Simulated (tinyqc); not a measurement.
Slow cooling against a quench: self-consistent Fermi level with native defects, at growth and after a quench. Computed by tinyqc, a small Python program. Command: `OMP_NUM_THREADS=1 python tinyqc.py 3023028 3023029 out.jsonl scfermi walk`. One thread of a shared host (Intel(R) Xeon(R) Processor @ 2.30GHz), about 0.07 s of CPU time with the checks.

Energies are counted from the top of the valence band (VBM); when the gap shrinks with temperature the conduction band moves and the levels stay. D and A draw on one reservoir with opposite signs, as the two vacancies of a compound do.

Inputs (values chosen for the exercise, with bands modelled on 4H-SiC):
```
quantity                                value   unit
gap E_g at 300 K                         3.22     eV
slope -dE_g/dT above 300 K            0.00027   eV/K
electron mass m_e                       0.395    m_0
valleys M_c                                 3      -
hole mass m_h                            2.07    m_0
E_f of the neutral native donor D       1.641     eV
E_f of the neutral native acceptor A    2.849     eV
shift s of the chemical potential      -0.037     eV
site density N_s                      1.6e+22  cm^-3
growth temperature T_g                   1510      K
temperature of use T                      300      K
```

Added shallow dopant: none.

levels of D above the VBM, most positive state first (eV): 2.03

levels of A above the VBM, (0/-1) first (eV): 0.319  1.62

Constants: m_0 = 9.1093837015e-31 kg; k_B = 1.380649e-23 J/K; h = 6.62607015e-34 J s; k_B = 8.617333262e-05 eV/K.

Method:
- E_f(D, 0) = input + s and E_f(A, 0) = input - s; E_f(q, E_F = 0) follows from the levels, eps(q/q-1) = E_f(q - 1) - E_f(q) at E_F = 0.
- E_g(T) = E_g - slope x max(0, T - 300 K).
- N_c = 2 M_c (2 pi m_e k_B T/h^2)^(3/2) and N_v = 2 (2 pi m_h k_B T/h^2)^(3/2), masses in units of m_0.
- At growth T = T_g.
- n = N_c F_1/2((E_F - E_g)/k_B T), p = N_v F_1/2(-E_F/k_B T).
- F_1/2(eta) = (2/sqrt(pi)) int_0^infinity sqrt(x)/(1 + exp(x - eta)) dx, by the trapezoid rule in t = sqrt(x) with step 0.02 up to t = 12 (for eta < -12 by exp(eta) - exp(2 eta)/2^(3/2)).
- In equilibrium c_q = N_s exp(-(E_f(q, 0) + q E_F)/k_B T).
- Net charge = p - n + sum q c_q; the log ratio is ln(positive charge/negative charge).
- E_F is the root of the log ratio, by 50 bisections between -0.5 eV and E_g + 0.5 eV.
- After a quench the totals of D and A stay as grown, and each is shared among its charge states with weights exp(-(E_f(q, 0) + q E_F)/k_B T).
- Each E_F by bisection; full equilibrium lets the defects form and vanish at every T.

E_f(q, E_F = 0) (eV): D(+1) -0.426, D(0) 1.604, A(0) 2.886, A(-1) 3.205, A(-2) 4.825

total D = 9.04026e+17 cm^-3

total A = 4.87129e+17 cm^-3

Two histories (densities in cm^-3):
```
T (K)  E_F, equilibrium (eV)           n           p  all defects  E_F, frozen (eV)   n, frozen   p, frozen
1270                  1.7177  1.9464e+15  9.9361e+13   1.9563e+17            1.7325  2.2288e+15  8.6770e+13
1030                  1.7254  5.3279e+13  1.7167e+12   1.1187e+16            1.7373  6.0943e+13  1.5008e+12
780                   1.7328  1.3241e+11  1.9964e+09   8.9573e+13            1.7290  1.2520e+11  2.1114e+09
540                   1.7390  2.7358e+06  1.0632e+04   1.3554e+10            1.7023  1.2428e+06  2.3404e+04
300                   1.7443  3.0293e-06  3.7167e-10   1.7136e+00            1.6660  1.4664e-07  7.6778e-09
```

At 300 K equilibrium would leave 1.71 defects per cm^3 against 1.39e18 frozen in, and E_F differs by -0.078 eV. Both histories end semi-insulating. Real samples lie between, set by the temperature at which diffusion stops.
